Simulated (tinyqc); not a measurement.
Threshold-voltage variability of a planar MOSFET, analytic estimates: one step of the calculation.

Three independent sources add in quadrature: random dopants in the depleted layer, metal-gate grains of two orientations, and roughness of the two gate edges acting through the roll-off VT = VT(long) - Vr exp(-L/l). These are first-order estimates: no three-dimensional electrostatics, no percolation.

Problem. Random dopants. ni = sqrt(Nc Nv) exp(-Eg/(2 Vt)), Eg in volts; Cox = 3.9 eps0/ti; Wd = sqrt(4 eps0 eps_r Vt ln(Na/ni)/(q Na)); dopants: s1 = (q/Cox) sqrt(Na Wd/(3 L W)). The slope A1 = s1 sqrt(L W); mean number of dopants Na L W Wd.

Values chosen for this exercise; material values close to those of silicon: temperature T = 400 K; band gap Eg = 1.11 eV; relative permittivity of the semiconductor eps_r = 11.6; conduction-band density of states at T Nc = 4.28e19 cm^-3; valence-band density of states at T Nv = 4.14e19 cm^-3; channel doping Na = 1.8e18 cm^-3; oxide-equivalent thickness in inversion ti = 1.3 nm; gate length L = 65 nm; gate width W = 110 nm.

Constants: q = 1.602176634e-19 C, kB = 1.380649e-23 J/K, Vt = kB T/q, eps0 = 8.8541878128e-14 F/cm where lengths are in cm. Results are converted to the units shown.

Find: Cox; Wd; mean number of dopants; A1; s1.

Solution.

Cox = 2.656 uF/cm^2
Wd = 25.22 nm
mean number of dopants = 324.5
A1 = 0.7419 mV um
s1 = 8.774 mV

Counting alone, 1/sqrt(N) of the depletion voltage q Na Wd/Cox = 274 mV, would give sqrt(3) times more: dopants deep in the layer act less on the surface.

Computed by the program tinyqc: `OMP_NUM_THREADS=1 python tinyqc.py 2090022 2090023 out.jsonl`, one thread of a shared Intel Xeon 2.30GHz, about 0.01 s for the whole run.
